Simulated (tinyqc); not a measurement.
Grain growth, pinning, strength and diffusional creep of a polycrystal or thin film: one step, computed by the program tinyqc. Command: `OMP_NUM_THREADS=1 python tinyqc.py 3024441 3024442 out.jsonl grain walk`. One thread of a shared host (Intel(R) Xeon(R) Processor @ 2.30GHz), about 0.01 s of CPU time with the checks.

One mean grain size d describes the structure.

Question. Grain size after the anneal. dd/dt = 2 M gamma (1/d - 1/d_lim) integrates to 2 M gamma t = d_lim (d0 - d) + d_lim^2 ln[(d_lim - d0)/(d_lim - d)]; without pinning d^2 = d0^2 + 4 M gamma t.

Inputs (values chosen for the exercise, modelled on tungsten):

| quantity | value | unit |
|---|---|---|
| boundary energy gamma | 1.1 | J/m^2 |
| anneal temperature T | 2395 | K |
| anneal time t | 76 | s |
| initial grain size d0 | 180 | nm |

mobility M = 6.215742e-16 m^4/(J s)

limit d_lim = 304.7619 nm

Give: size without pinning; grain size d.

Answer.

size without pinning = 490.2 nm

grain size d = 274.9 nm

Pinning holds d to 56 % of the free value.
